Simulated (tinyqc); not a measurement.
Ferroelectric with a first-order transition, Landau-Devonshire energy: one step of the calculation.

One domain with free energy u = al P^2 + be P^4 + ga P^6 - E P, al = a0 (T - T0), be < 0 < ga (P in uC/cm^2, E in kV/cm, u in mJ/cm^3). Equilibrium: E = 2 al P + 4 be P^3 + 6 ga P^5; a state is stable against small changes where dE/dP > 0. The coercive field is that of uniform switching, which real films, switching by domains, do not reach.

Task. Transition temperatures. TC = T0 + be^2/(4 a0 ga), where u(Ps) = u(0); T1 = T0 + be^2/(3 a0 ga), where the polar minimum disappears. At TC the polarisation jumps from sqrt(-be/(2 ga)) to zero, with latent heat TC a0 Ps^2.

Inputs (values chosen for the exercise): slope of the quadratic coefficient a0 = 0.047 kV cm/(uC K); Curie-Weiss temperature T0 = 450 K; quartic coefficient be = -0.0016 kV cm^5/uC^3; sixth-order coefficient ga = 5.4e-7 kV cm^9/uC^5.

Wanted: TC; T1; jump of P; latent heat.

Result.

TC = 475.22 K
T1 = 483.62 K
jump of P = 38.490 uC/cm^2
latent heat = 33.089 J/cm^3

Thermal hysteresis can span T0 to T1, 33.6 K.

tinyqc, about 0.01 s, one thread, Intel Xeon 2.30GHz (shared host): `OMP_NUM_THREADS=1 python tinyqc.py 2860053 2860054 out.jsonl`
